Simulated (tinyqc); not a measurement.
Inside a calculation. Method: CIS and TDHF on RHF in the sto-6g basis, for BeH2, spin multiplicity 1. One step of it, computed by the program tinyqc.

Question. CIS matrix, triplets. A(ia,jb) = (e_a - e_i) d_ij d_ab - (ij|ab).

orbital energies (hartree): MO1 -4.588391, MO2 -0.468271, MO3 -0.430809, MO4 0.207271, MO5 0.207271, MO6 0.479232, MO7 0.997438

Two-electron integrals over orbitals (pq|rs), unique and non-zero (hartree):
```
(11|11) 2.280375    (21|11) -0.197329   (21|21) 0.027037    (22|11) 0.497082
(22|21) -0.004877   (22|22) 0.439248    (31|11) 0.041919    (31|21) -0.004212
(31|22) 0.007993    (31|31) 0.007165    (32|11) -0.000327   (32|21) 0.004023
(32|22) 0.071147    (32|31) 0.012644    (32|32) 0.134446    (33|11) 0.464197
(33|21) -0.004122   (33|22) 0.385162    (33|31) -0.005316   (33|32) -0.058499
(33|33) 0.467560    (41|41) 0.016050    (42|41) 0.014804    (42|42) 0.047882
(43|41) -0.003284   (43|42) -0.007055   (43|43) 0.016553    (44|11) 0.570047
(44|21) -0.007557   (44|22) 0.372576    (44|31) 0.001551    (44|32) 0.000567
(44|33) 0.359402    (44|44) 0.450117    (51|51) 0.016050    (52|51) 0.014804
(52|52) 0.047882    (53|51) -0.003284   (53|52) -0.007055   (53|53) 0.016553
(54|54) 0.024258    (55|11) 0.570047    (55|21) -0.007557   (55|22) 0.372576
(55|31) 0.001551    (55|32) 0.000567    (55|33) 0.359402    (55|44) 0.401601
(55|55) 0.450117    (61|11) -0.187480   (61|21) 0.026021    (61|22) -0.007798
(61|31) -0.006237   (61|32) -0.000793   (61|33) -0.003578   (61|44) -0.004411
(61|55) -0.004411   (61|61) 0.026087    (62|11) 0.106352    (62|21) -0.007152
(62|22) -0.035930   (62|31) 0.000271    (62|32) -0.021505   (62|33) -0.038531
(62|44) 0.047347    (62|55) 0.047347    (62|61) -0.004178   (62|62) 0.074151
(63|11) -0.037402   (63|21) 0.001092    (63|22) -0.036419   (63|31) -0.002979
(63|32) -0.082448   (63|33) 0.050615    (63|44) -0.017432   (63|55) -0.017432
(63|61) 0.001413    (63|62) -0.006222   (63|63) 0.085889    (64|41) 0.016346
(64|42) 0.046070    (64|43) -0.011365   (64|64) 0.051482    (65|51) 0.016346
(65|52) 0.046070    (65|53) -0.011365   (65|65) 0.051482    (66|11) 0.488802
(66|21) -0.007267   (66|22) 0.395941    (66|31) 0.000413    (66|32) -0.010097
(66|33) 0.417624    (66|44) 0.371523    (66|55) 0.371523    (66|61) -0.006684
(66|62) -0.031919   (66|63) 0.017588    (66|66) 0.417232    (71|11) -0.006965
(71|21) 0.003810    (71|22) 0.009166    (71|31) 0.011191    (71|32) 0.018617
(71|33) -0.008993   (71|44) 0.000017    (71|55) 0.000017    (71|61) -0.000231
(71|62) -0.001303   (71|63) -0.001979   (71|66) -0.001981   (71|71) 0.022431
(72|11) 0.031525    (72|21) -0.000798   (72|22) -0.026885   (72|31) 0.003146
(72|32) -0.043240   (72|33) 0.010080    (72|44) 0.012642    (72|55) 0.012642
(72|61) -0.001143   (72|62) 0.029936    (72|63) 0.054403    (72|66) -0.003921
(72|71) 0.006481    (72|72) 0.061704    (73|11) 0.132919    (73|21) -0.005131
(73|22) -0.006556   (73|31) -0.000430   (73|32) 0.000378    (73|33) -0.022135
(73|44) 0.055012    (73|55) 0.055012    (73|61) -0.002917   (73|62) 0.065416
(73|63) -0.029596   (73|66) -0.025926   (73|71) -0.002497   (73|72) 0.011086
(73|73) 0.077953    (74|41) 0.000996    (74|42) 0.006102    (74|43) 0.012753
(74|64) 0.002243    (74|74) 0.016472    (75|51) 0.000996    (75|52) 0.006102
(75|53) 0.012753    (75|65) 0.002243    (75|75) 0.016472    (76|11) -0.003219
(76|21) 0.003023    (76|22) 0.062901    (76|31) 0.011210    (76|32) 0.128532
(76|33) -0.063633   (76|44) 0.000860    (76|55) 0.000860    (76|61) -0.001015
(76|62) -0.018191   (76|63) -0.092832   (76|66) -0.015409   (76|71) 0.016513
(76|72) -0.057645   (76|73) 0.005231    (76|76) 0.140173    (77|11) 0.583067
(77|21) -0.008393   (77|22) 0.443132    (77|31) 0.002766    (77|32) 0.019728
(77|33) 0.444942    (77|44) 0.393564    (77|55) 0.393564    (77|61) -0.008950
(77|62) -0.041474   (77|63) -0.003687   (77|66) 0.440544    (77|71) 0.000616
(77|72) -0.016736   (77|73) -0.013133   (77|76) 0.013564    (77|77) 0.498328
```

Give: CIS matrix A, triplet.

Answer.

CIS matrix A, triplet (hartree):
```
         1>4      1>5      1>6      1>7      2>4      2>5      2>6      2>7
1>4   4.2256   0.0000   0.0000   0.0000   0.0076   0.0000   0.0000   0.0000
1>5   0.0000   4.2256   0.0000   0.0000   0.0000   0.0076   0.0000   0.0000
1>6   0.0000   0.0000   4.5788   0.0032   0.0000   0.0000   0.0073  -0.0030
1>7   0.0000   0.0000   0.0032   5.0028   0.0000   0.0000  -0.0030   0.0084
2>4   0.0076   0.0000   0.0000   0.0000   0.3030   0.0000   0.0000   0.0000
2>5   0.0000   0.0076   0.0000   0.0000   0.0000   0.3030   0.0000   0.0000
2>6   0.0000   0.0000   0.0073  -0.0030   0.0000   0.0000   0.5516  -0.0629
2>7   0.0000   0.0000  -0.0030   0.0084   0.0000   0.0000  -0.0629   1.0226
3>4  -0.0016   0.0000   0.0000   0.0000  -0.0006   0.0000   0.0000   0.0000
3>5   0.0000  -0.0016   0.0000   0.0000   0.0000  -0.0006   0.0000   0.0000
3>6   0.0000   0.0000  -0.0004  -0.0112   0.0000   0.0000   0.0101  -0.1285
3>7   0.0000   0.0000  -0.0112  -0.0028   0.0000   0.0000  -0.1285  -0.0197

         3>4      3>5      3>6      3>7
1>4  -0.0016   0.0000   0.0000   0.0000
1>5   0.0000  -0.0016   0.0000   0.0000
1>6   0.0000   0.0000  -0.0004  -0.0112
1>7   0.0000   0.0000  -0.0112  -0.0028
2>4  -0.0006   0.0000   0.0000   0.0000
2>5   0.0000  -0.0006   0.0000   0.0000
2>6   0.0000   0.0000   0.0101  -0.1285
2>7   0.0000   0.0000  -0.1285  -0.0197
3>4   0.2787   0.0000   0.0000   0.0000
3>5   0.0000   0.2787   0.0000   0.0000
3>6   0.0000   0.0000   0.4924   0.0636
3>7   0.0000   0.0000   0.0636   0.9833
```
